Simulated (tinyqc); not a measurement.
How the errors depend on the field: Haynes-Shockley experiment: drift, diffusion and decay of a minority-carrier pulse. Computed by tinyqc, a small Python program. Command: `OMP_NUM_THREADS=1 python tinyqc.py 3111404 3111405 out.jsonl haynes walk`. One thread of a shared host (Intel(R) Xeon(R) Processor @ 2.30GHz), about 0.02 s of CPU time with the checks.

A thin sheet of excess carriers is made at x = 0, t = 0 in a long uniform bar; injection is low, so the pulse moves with the minority mobility.

Inputs (values chosen for the exercise, modelled on electrons in p-type germanium in a lightly doped bar): minority mobility mu = 3920 cm^2/(V s); lifetime tau = 340 microsecond; temperature T = 300 K; field F = 5.7 V/cm; distance d to the collector = 0.72 cm; injected sheet density N0 = 2.2e+10 1/cm^2.

Constants: k_B = 8.617333262e-05 eV/K.

Method:
- D = mu k_B T/e, v = mu F.
- Transit time d/v, diffusion length sqrt(D tau), drift length v tau, Peclet number v d/D = e F d/(k_B T).
- dn(x, t) = N0/sqrt(4 pi D t) exp(-(x - v t)^2/(4 D t) - t/tau).
- At fixed x the signal peaks where d ln(dn)/dt = 0: a t^2 + t/2 - x^2/(4 D) = 0 with a = v^2/(4 D) + 1/tau.
- The full width at half maximum is found by solving dn(x, t) = peak/2 on both sides of the peak.
- With w that width: mu = d/(F t_p); D = (w d)^2/(16 ln2 t_p^3). The field is scaled by the factors listed.

D = 101.340 cm^2/s

Errors of the simple reading:
```
factor  F (V/cm)   v d/D  v^2 tau/(4 D)  error of mu (%)  error of D (%)
0.5         2.85    79.4            105           1.7442          2.1485
0.7         3.99   111.1            205           1.1473          1.5330
1.0         5.70   158.7            419           0.7512          1.0717
1.5         8.55   238.1            942           0.4739          0.7135
2.5        14.25   396.9           2617           0.2714          0.4276
4.0        22.80   635.0           6700           0.1651          0.2670
7.0        39.90  1111.2          20519           0.0925          0.1525
```

What follows from these numbers?

The error of mu falls from 1.74 to 0.0925 %. For large v d/D it is about D/(v d) + 2 D/(v^2 tau), here 0.0924 % in the last row: one part from spreading, one from recombination.

Extremes, crossings and ranges named in words are read from the listed rows.
